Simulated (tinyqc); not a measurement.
Worked calculation: gas flow in a process chamber: flow regimes, conductance, effective pumping speed, pump-down, outgassing and purge. Computed by tinyqc, a small Python program that keeps every step. Command: `OMP_NUM_THREADS=1 python tinyqc.py 3120572 3120573 out.jsonl pump walk`. One thread of a shared host (Intel(R) Xeon(R) Processor @ 2.30GHz), about 0.08 s of CPU time with the checks. Intermediate numbers are printed to about 6 digits and carried at full precision; extremes and crossings named in words are read from the listed rows.

Ideal gas, isothermal flow, a pump of constant speed at the end of a round pipe; process gas, volume gas and outgassing are given the same properties. 1 sccm = 101325 Pa x 1e-6 m^3/60 s x T/273.15 K.

Inputs (values chosen for the exercise, modelled on hydrogen near room temperature):
```
quantity,value,unit
molar mass M,2.016,g/mol
molecular diameter,0.27,nm
viscosity eta,8.9,micropascal s
temperature T,350,K
chamber volume V,63,L
wall area,2.1,m^2
pipe diameter d,10,cm
pipe length l,50,cm
pump speed S,410,L/s
process gas flow,110,sccm
outgassing rate after 1 h,3.2e-07,Pa m^3/(s m^2)
outgassing exponent n,0.91,-
starting pressure p0,100,Pa
target base pressure,8e-05,Pa
```

Constants: k_B = 1.380649e-23 J/K; u = 1.6605390666e-27 kg.

## Molecular flow

Mean speed c = sqrt(8 k_B T/(pi m)); aperture conductance C_a = c pi d^2/16; molecular pipe C_m = C_a/(1 + 3 l/(4 d)) (Dushman form); viscous pipe C_v = pi d^4 p_mean/(128 eta l); Knudsen interpolation C = C_v + C_m (1 + x)/(1 + 1.24 x), x = d p_mean sqrt(m/(k_B T))/eta. Effective speed 1/S_eff = 1/S + 1/C_m; time constant V/S_eff; pressure at which the free path k_B T/(sqrt2 pi d_m^2 p) equals d.

mean speed c = 1917.24 m/s

C_a = 3764.49 L/s

C_m = 792.524 L/s

S_eff in molecular flow = 270.211 L/s

time constant = 0.233151 s

pressure where the free path equals d = 0.149197 Pa

The pipe passes on 66 % of the pump speed.

## Process pressure

Steady flow: the pump inlet is at p_2 = Q/S, and the chamber pressure p_1 solves Q = C((p_1 + p_2)/2) (p_1 - p_2). Residence time = p_1 V/Q. Knudsen number = free path at the mean pressure over d.

throughput Q = 238.026 Pa L/s

p_2 = 0.580552 Pa

chamber pressure p_1 = 0.809552 Pa

conductance C = 1039.41 L/s

residence time = 0.214270 s

Knudsen number = 0.214655

The flow in the pipe is transitional.

## Purging a well-mixed chamber

With steady flow a contaminant decays as exp(-t/residence time); gas used = flow x time.

time to dilute 1e3 times = 1.48012 s

time to dilute 1e6 times = 2.96024 s

gas used for 1e6 = 5.42711 standard cm^3

## Pump-down curve

Pump-down: V dp/dt = -S_eff(p) p + q(t) A, with S_eff = S p_2/p, where p_2 solves C((p + p_2)/2) (p - p_2) = S p_2 at each moment, and q(t) = q_1 (1 h/(t + 10 s))^n; integrated adaptively. At long times p = q(t) A/S_eff. S_eff(p) is tabulated at 260 pressures and interpolated in ln p. Comparison columns: p0 exp(-t/time constant) with the molecular S_eff (0 below 1e-26 p0), and the outgassing limit.

Pressure against time:
```
t (s),p (Pa),S_eff (L/s),volume gas only (Pa),outgassing limit (Pa)
0.3,1.47959e+01,391.369,2.76176e+01,5.13122e-04
1,3.78042e-01,276.235,1.37178e+00,4.83320e-04
3,4.95468e-04,270.152,2.58141e-04,4.15158e-04
10,2.83601e-04,270.177,2.35971e-17,2.80521e-04
30,1.50100e-04,270.193,0,1.49289e-04
100,5.95781e-05,270.204,0,5.94613e-05
300,2.31774e-05,270.208,0,2.31613e-05
1000,7.90792e-06,270.210,0,7.90623e-06
3600,2.48083e-06,270.210,0,2.48068e-06
20000,5.22122e-07,270.211,0,5.22116e-07
100000,1.20743e-07,270.211,0,1.20743e-07
```

From t = 3 s on the pressure is within 20 % of the outgassing limit, which falls only as (t + 10 s)^-0.91: walls, not volume, set the time to base pressure. Early on viscous flow raises S_eff to 391 L/s, 1.4 times its molecular value.

## Time to base pressure

From the outgassing limit: t = 1 h x (q_1 A/(S_eff p_target))^(1/n) - 10 s; monolayer time at the target = 1e19 m^-2 x 4 k_B T/(p c) for unit sticking.

time to the target = 0.0192764 h

monolayer time = 1.26022 s

Checks made by the program: throughput from C and the pressure drop (relative difference below 1e-10).
